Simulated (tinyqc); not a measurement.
Effective charge: two electrons on one impurity (helium-like model).

Units Ha* = 2 Ry m/eps^2 and a* = a0 eps/m. One electron is bound by Z^2/2. Two electrons in the singlet built from exp(-a r) and exp(-b r): S = 8 (ab)^(3/2)/(a + b)^3, h_aa = a^2/2 - Z a, h_bb alike, h_ab = S (ab/2 - Z (a + b)/2), J = ab (a^2 + 3ab + b^2)/(a + b)^3, K = 20 (ab)^3/(a + b)^5, E = (h_aa + h_bb + 2 S h_ab + J + K)/(1 + S^2). For a = b this is a^2 - 2 Z a + 5a/8. Real double donors are deeper, since the central cell is left out.

Values chosen for the exercise (out of a larger set: near those of impurities in InP; not measured data):
- m = 0.082 m0 (one mean mass)
- eps = 12.7 (dielectric constant)
- Zs = (0.98, 1.04, 1.13, 1.46, 2.11, 3, 3.84) (charges)

Ha* = 13.8343 meV

Binding of the first electron, of the second (-E - Z^2/2) with equal and with unequal orbitals, and U, the first less the second (unequal).

Results (meV):
```
Z     first  second, equal  second, unequal   a/b     U  U/(Z Ha*)
0.98    6.6          -0.48             0.10  3.92   6.5      0.483
1.04    7.5          -0.16             0.38  3.32   7.1      0.494
1.13    8.8           0.41             0.91  2.86   7.9      0.507
1.46   14.7           3.47             3.90  2.20  10.8      0.537
2.11   30.8          13.90            14.29  1.79  16.5      0.566
3.00   62.3          37.67            38.03  1.58  24.2      0.584
3.84  102.0          70.15            70.50  1.48  31.5      0.593
```

How do the results move, and what explains it?

Equal orbitals bind a second electron only above Z = (5/16)/(1 - 1/sqrt2) = 1.067; unequal ones do so in 7 of the 7 rows. Their gain is 0.58 meV in the first row and 0.35 in the last, while the second binding grows to 70 meV, so the gain decides the matter only near Z = 1. U grows almost linearly with Z: U/(Z Ha*) goes from 0.483 to 0.593, towards 5/8, while the first binding grows as Z^2. Angular correlation is left out: at Z = 1 this function binds the second electron by 0.0133 Ha*, half the exact 0.0278.

Computed by tinyqc, a small Python program: `OMP_NUM_THREADS=1 python tinyqc.py 1250935 1250936 out.jsonl` (the numbers bound the seed that draws the inputs); one thread of a shared host (Intel(R) Xeon(R) Processor @ 2.30GHz), about 0.02 s for the whole set of steps.
